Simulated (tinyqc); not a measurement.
## Series resistance and mobility from two gate lengths

Problem. At small Vds the total resistance times width is 2 Rs + L/(mu Q), with the same mu and Q at both lengths. Find mu and Rs.

total resistance at L = 40 and 250 nm (ohm um): 160.02501  685.15629
Q = 1.29 uC/cm^2

Answer. The slope against L is 1/(mu Q), and the intercept at L = 0 is 2 Rs.

mu = 310 cm^2/(V s)
Rs = 30.0 ohm um

Program tinyqc, `OMP_NUM_THREADS=1 python tinyqc.py 2380166 2380167 out.jsonl`; Intel Xeon 2.30GHz, shared host, one thread, about 0.02 s.
